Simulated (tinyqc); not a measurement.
A six-terminal Hall bar with edge channels and a constriction, Landauer-Buettiker equations: one step of the calculation.

Contacts 1 (source) and 4 (drain) end the bar; 2 and 3 lie on the upper edge, 6 and 5 on the lower edge, with a constriction between 2 and 3 (and between 6 and 5). Carriers run 1 to 2 to 3 to 4 to 5 to 6 to 1 in M channels. The constriction passes Tc from 2 to 3 and from 5 to 6, and turns M - Tc from 2 to 6 and from 5 to 3. Signs are those of positive carriers; V4 = 0.

Problem. Resistances. R(a,b) = (V_a - V_b)/I.

Parameters, values chosen for the exercise:
```
symbol,value,unit,meaning
Tc,2,,summed transmission of the constriction
I,100,nA,current from contact 1 to contact 4
```

V, contact 1 to 6 (uV): [1290.6404, 1290.6404, 516.2561, 0.0000, 0.0000, 774.3842]

Find: resistances.

Solution.

resistances (kohm): R(1,4) 12.91, R(2,3) 7.74, R(2,6) 5.16, R(2,5) 12.91, R(3,6) -2.58

In units of h/q^2: R(1,4) = R(2,5) = 1/Tc, R(2,3) = 1/Tc - 1/M, R(2,6) = 1/M, R(3,6) = 2/M - 1/Tc.

Computed by the program tinyqc: `OMP_NUM_THREADS=1 python tinyqc.py 2700110 2700111 out.jsonl`, one thread of a shared Intel Xeon 2.30GHz, about 0.01 s for the whole run.
